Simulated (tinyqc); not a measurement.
Sweep of a uniaxial [100] strain: strain-driven crossing of the Gamma and L valleys in a germanium-like crystal alloyed with tin.

Biaxial loads: e0 is the in-plane strain e_par and the normal is free. (001): e_perp = -2 (C12/C11) e_par; exx = eyy = e_par, ezz = e_perp, no shear. (111): e_perp = -(2 C11 + 4 C12 - 4 C44)/(C11 + 2 C12 + 4 C44) e_par; exx = eyy = ezz = (2 e_par + e_perp)/3 and exy = eyz = ezx = (e_perp - e_par)/3. (110): e_perp = -(C11 + 3 C12 - 2 C44)/(C11 + C12 + 2 C44) e_par; exx = eyy = (e_par + e_perp)/2, ezz = e_par, exy = (e_perp - e_par)/2, eyz = ezx = 0. Uniaxial loads: a stress along n, scaled so that n.e.n = e0, with exx = s11 sxx + s12 (syy + szz), exy = s44 sxy/2, s11 = (C11 + C12)/((C11 - C12)(C11 + 2 C12)), s12 = -C12/((C11 - C12)(C11 + 2 C12)), s44 = 1/C44.

Edges from the unstrained valence top: Gamma at Eg + ac tr(e); an L valley with unit axis u at EgL + aL tr(e) + XuL (u.e.u - tr(e)/3), u along [111], [1-1-1], [-11-1], [-1-11]; valence edges are the levels of the 6 x 6 matrix of X, Y, Z times spin with -Dso/3 + l exx + m (eyy + ezz) on the diagonal (cyclic), n exy off it, l = av + 2 b, m = av - b, n = sqrt(3) d. Spin-orbit term (Dso/3) L.sigma on X, Y, Z with (L_k)_ij = -i epsilon_kij: <X+|H|Y+> = -i Dso/3, <X+|H|Z-> = Dso/3, <Y+|H|Z-> = -i Dso/3, <Z+|H|X-> = -Dso/3, <Z+|H|Y-> = i Dso/3, <X-|H|Y-> = i Dso/3, and their conjugates; + and - are the spin along z.

With tin the unstrained gaps become E(y) = (1 - y) E + y EgS - CS y (1 - y); all other values are kept.
Constants: kB = 8.617333262e-05 eV/K.

Values chosen for the exercise (near those of Ge, gaps at low temperature; the results hold for these values, not for the real material):
- Eg = 0.895 eV (gap at Gamma to the s-like level)
- EgL = 0.748 eV (gap to L)
- Dso = 0.288 eV (spin-orbit splitting)
- ac = -8.37 eV (conduction deformation potential)
- av = 1.25 eV (valence hydrostatic potential)
- b = -2.56 eV (tetragonal shear potential)
- d = -5.28 eV (trigonal shear potential)
- aL = -1.65 eV (hydrostatic potential of the L edge, Xd + Xu/3)
- XuL = 16.56 eV (uniaxial potential, L)
- y = 0.052 (tin fraction)
- EgS = (-0.375, 0.145) eV (Gamma and L gaps of the tin end)
- CS = (2.21, 1.13) eV (bowing of the Gamma and L gaps)
- C11 = 128 GPa
- C12 = 47.5 GPa
- C44 = 67.1 GPa
- load = uniaxial [100] (kind of strain)
- mG = 0.0405 m0 (mass at Gamma)
- mL = 0.585 m0 (density-of-states mass of the four L valleys together)
- T = 300 K (temperature)

The valence splitting is the distance of the top two edges. Share in Gamma = mG^(3/2)/(mG^(3/2) + (mL^(3/2)/4) sum_i exp(-(E_Li - E_Gamma)/kT)).

Results:
```
e0 (%)  direct gap (eV)  indirect gap (eV)  Gamma - L (meV)  valence splitting (meV)  share in Gamma (%)
-1.68             0.723              0.612              111                      126              0.0250
-0.64             0.725              0.646               79                       44              0.0863
0.40              0.689              0.643               47                       25               0.298
2.48              0.530              0.547              -17                      111                3.44
3.52              0.450              0.500              -49                      132                11.0
4.56              0.370              0.452              -81                      145                29.9
5.60              0.291              0.404             -114                      154                59.5
```

Give the missing row, e0 (%) = 1.44.

Computed row:
```
e0 (%)  direct gap (eV)  indirect gap (eV)  Gamma - L (meV)  valence splitting (meV)  share in Gamma (%)
1.44              0.610              0.595               15                       77                1.02
```

Gamma drops below the lowest L valley between e0 = 1.44 and 2.48 %. The direct gap goes from 0.723 to 0.291 eV; of that change -0.111 eV comes from the rise of the valence top through the shear terms and the rest from the volume. The share in Gamma goes from 0.0250 to 59.5 %. Beyond about 3 % terms of second order in the strain, left out here, matter.

Computed by tinyqc, a small Python program: `OMP_NUM_THREADS=1 python tinyqc.py 1080877 1080878 out.jsonl` (the numbers bound the seed that draws the inputs); one thread of a shared host (Intel(R) Xeon(R) Processor @ 2.30GHz), about 0.01 s for the whole set of steps.
